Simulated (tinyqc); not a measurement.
Concentration-dependent dopant diffusion with charged defects and the built-in field. From junction depth x_j back to time t. Computed by tinyqc, a small Python program. Command: `OMP_NUM_THREADS=1 python tinyqc.py 3015426 3015427 out.jsonl extrinsic inv`. One thread of a shared host (Intel(R) Xeon(R) Processor @ 2.30GHz), about 1 s of CPU time with the checks.

A constant source C_s feeds a half space. The dopant moves through neutral point defects and through charged ones, whose number grows with the majority carrier density n.

Inputs (values chosen for the exercise, modelled on arsenic in silicon):
```
quantity                        value    unit
neutral prefactor D0x         0.00959  cm^2/s
neutral activation energy E0     3.44      eV
singly charged prefactor D01     34.3  cm^2/s
activation energy E1             4.15      eV
surface concentration C_s     1.1e+19  1/cm^3
junction level C_B            5.6e+16  1/cm^3
temperature T                     950       C
```

Field enhancement: on.

Constants: k_B = 8.617333262e-05 eV/K.

Method:
- n_i = 3.87e16 T^1.5 exp(-7014/T) per cm^3 (T in kelvin, an empirical form); each D = prefactor x exp(-E/(k_B T)); the intrinsic diffusivity D_i is their sum.
- Temperatures in kelvin are T(C) + 273.15.
- n = C/2 + sqrt(C^2/4 + n_i^2); D(C) = h [Dx + D1 (n/n_i)], h = 1 + C/sqrt(C^2 + 4 n_i^2).
- With y = x/sqrt(D_s t), u = C/C_s and q = -(D/D_s) du/dy: du/dy = -q D_s/D, dq/dy = -(y/2) q D_s/D, u(0) = 1. The surface flux q(0) is shot so that u tends to 0 (LSODA, an adaptive multistep solver, relative tolerance 1e-10). Dose Q = 2 q(0) C_s sqrt(D_s t).
- The junction lies where C = C_B.

Question. A run gave the result below. Find the time t, known to lie between 4000 and 8000 s.

junction depth x_j = 65.37463 nm

Answer.

Each step takes the trial c = (a f_b - b f_a)/(f_b - f_a), f being the result less the target and a, b, c the logarithms of the listed values; c replaces end b, the old b replaces a if the sign of f changed, and otherwise f_a is halved.

Scan of the range:
```
time t (s)  junction depth x_j (nm)
4000                        54.8660
4490                        58.1295
5040                        61.5869
5660                        65.2652
6350                        69.1290
7130                        73.2518
8000                        77.5922
```

False position (Illinois rule, in the logarithm of the input) inside the bracket:
```
step    end a    end b    trial  junction depth x_j (nm)
1     5660.00  6350.00  5678.47                  65.3716
2     6350.00  5678.47  5678.98                  65.3745
3     6350.00  5678.98  5679.01                  65.3747
4     5678.98  5679.01  5679.00                  65.3746
```

Junction depth x_j rises at every point of a 13-point scan of the range (every second point is shown), so one value fits; it is bracketed by 5660 and 6350. The scan shows a pure power law with exponent 0.5000, so scaling from any one row also gives the answer directly. Answer: time t = 5679 s.
